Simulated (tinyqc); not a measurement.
Five-level k.p model folded onto the conduction band, step by step. Values are carried at full precision from step to step, so a last printed digit may differ when a step is redone from the rounded ones.

Second-order sums for the lowest conduction level at E: 1/m = 1 + Cm + (Ep/3)(2/E + 1/(E + Dso)) - (Ep2/3)(2/(E7 + D2 - E) + 1/(E7 - E)); g/2 = 1 + Cg - (Ep/3)(1/E - 1/(E + Dso)) - (Ep2/3)(1/(E7 - E) - 1/(E7 + D2 - E)). E is counted from the top of the valence band; E = Eg at the edge.

Constants: hbar^2/2m0 = 3.80998211 eV angstrom^2.

Inputs chosen for the exercise (near those of ZnSe; shifted at random, so the results belong to these values and not to a real crystal): Eg = 2.848 eV (gap at Gamma to the s-like level); Dso = 0.401 eV (spin-orbit splitting); Ep = 24.4 eV (Kane energy); E7 = 7.15 eV (upper Gamma7 conduction level, from the valence top); D2 = 0.11 eV (its spin-orbit splitting, Gamma8 above Gamma7); Ep2 = 2.8 eV (Kane energy to the upper levels); Cm = -2.6 (remote term in 1/m); Cg = 0 (remote term in g/2); k = 0.16 1/angstrom (wave vector along z).

## Mass and g factor term by term

Evaluate at E = Eg.

Terms:
```
level           part of 1/m  part of g
free + remote       -1.6000     2.0000
Gamma8 valence       5.7116    -5.7116
Gamma7 valence       2.5033     5.0067
Gamma8 upper        -0.4231     0.4231
Gamma7 upper        -0.2170    -0.4339
```

m = 0.1674 m0
g = 1.284

The valence levels give 8.21 to 1/m and the upper levels take 0.64 away. In g the two valence terms nearly cancel when Dso is small against Eg; here Dso/Eg = 0.14 and they leave -0.705, the upper pair -0.011.

## The matrix at one k

For k along z and one spin sector the level c couples to four states. With c0 = hbar^2/2m0, P = sqrt(Ep c0), P2 = sqrt(Ep2 c0): diagonal Eg + (1 + Cm) c0 k^2 for c, and 0, -Dso, E7 + D2, E7 for lh, so, G8 up, G7 up (their own dispersion is left out); couplings of c: sqrt(2/3) P k to lh, sqrt(1/3) P k to so, sqrt(2/3) P2 k to G8 up, sqrt(1/3) P2 k to G7 up (phases chosen real).

Fill in the matrix.

H (eV):
```
             c       lh        so    G8 up    G7 up
c      2.69194  1.25959   0.89067  0.42669  0.30172
lh     1.25959        0         0        0        0
so     0.89067        0  -0.40100        0        0
G8 up  0.42669        0         0  7.26000        0
G7 up  0.30172        0         0        0  7.15000
```

## Exact folding onto c

Solve E = H_cc + S(E), S(E) = sum_j H_cj^2/(E - H_jj), from E = H_cc, by plain substitution and by Newton steps on E - H_cc - S(E). The weight of c in the state is Z = 1/(1 - dS/dE). The exact level is the third eigenvalue of H from below.

Iterates (eV):
```
step  substitution   Newton
0          2.69194  2.69194
1          3.47753  3.28927
2          3.27979  3.31427
3          3.32194  3.31429
4          3.31262  3.31429
5          3.31466  3.31429
6          3.31421  3.31429
7          3.31431  3.31429
```

exact level = 3.31429 eV
Z = 0.8198

Substitution multiplies the error by about dS/dE = 1 - 1/Z = -0.220 a step, so it alternates; after 7 steps it is off by 1.8e-05 eV, while Newton is within 1e-5 eV from step 3 on.

## Loewdin series

Expanding E = H_cc + S(E) about Eg in powers of k^2, with s_n = sum_j H_cj^2/(Eg - H_jj)^n: order k^2: e2 = (1 + Cm) c0 k^2 + s1; order k^4: e4 = -s2 e2; order k^6: e6 = s3 e2^2 + s2^2 e2.

Give each order and the partial sums, counted from Eg.

s1 (eV), s2 (no unit), s3 (1/eV); (1 + Cm) c0 k^2 is H_cc - Eg: 0.73882  0.28503  0.08855

e2, e4, e6 (eV): 0.58277  -0.16610  0.07742

partial sums (eV): 0.58277  0.41666  0.49408

The exact value is 0.46629 eV; the errors of the partial sums are +116.47, -49.63 and +27.78 meV.

## Checks

- Curvature of the exact level at small k against the sum for 1/m: both 5.9749.

tinyqc: `OMP_NUM_THREADS=1 python tinyqc.py 1081454 1081455 out.jsonl`; about 0.01 s, one thread, shared Intel(R) Xeon(R) Processor @ 2.30GHz.
